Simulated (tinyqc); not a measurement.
## On-chip interconnect, size-dependent resistivity and RC delay: course in time

A rectangular line between two neighbours and two ground planes. Surface and grain-boundary scattering are added to the bulk resistivity as corrections; capacitances are parallel-plate values without fringing; inductance is ignored.

4 equal pi sections: series Rs = r Lw/4; node capacitances c Lw/4, halved at nodes 0 and 4, with Cl added to node 4; Rd feeds node 0. Elmore delay of node k: the sum, over the resistors on the path to k, of resistance times all capacitance downstream of it.

A 1 V step is applied behind Rd at t = 0. C dv/dt = -G v + b, with G the conductance matrix of the ladder (1/Rs between neighbours, 1/Rd added at node 0) and b = (1 V/Rd, 0, ...). Trapezoidal step: (C/dt + G/2) v(new) = (C/dt - G/2) v + b. The last column solves the same ladder exactly by its modes.

Values chosen for this exercise: driver resistance Rd = 1200 ohm; time step dt = 0.17 ps.

Rs = 2.73360 ohm
C, node 0 to 4 (fF): [0.142055, 0.284110, 0.284110, 0.284110, 0.226055]

Voltages (V):

| t (ps) | node 0 | node 2 | node 4 | node 4, exact |
|---|---|---|---|---|
| 0.17000 | 0.11537 | 0.10886 | 0.10634 | 0.10780 |
| 0.34000 | 0.20629 | 0.20685 | 0.20700 | 0.20528 |
| 0.51000 | 0.29880 | 0.29308 | 0.29094 | 0.29212 |
| 0.68000 | 0.36994 | 0.37093 | 0.37118 | 0.36946 |
| 0.85000 | 0.44427 | 0.43920 | 0.43738 | 0.43836 |
| 1.0200 | 0.49977 | 0.50108 | 0.50139 | 0.49972 |
| 1.1900 | 0.55964 | 0.55511 | 0.55356 | 0.55438 |
| 1.3600 | 0.60278 | 0.60431 | 0.60466 | 0.60307 |
| 1.5300 | 0.65113 | 0.64705 | 0.64573 | 0.64644 |
| 1.7000 | 0.68450 | 0.68620 | 0.68656 | 0.68507 |
| 1.8700 | 0.72369 | 0.71998 | 0.71885 | 0.71948 |
| 2.0400 | 0.74934 | 0.75115 | 0.75151 | 0.75013 |

What do the numbers show?

The far end of the ladder reaches 0.5 V at 1.021 ps, 0.694 of its Elmore delay (ln 2 = 0.693 for a single pole); the slowest mode has a time constant of 1.469 ps. The largest error of the trapezoidal steps at that node is 1.7 mV.

Computed by the program tinyqc: `OMP_NUM_THREADS=1 python tinyqc.py 2100040 2100041 out.jsonl`, one thread of a shared Intel Xeon 2.30GHz, about 0.01 s for the whole run.
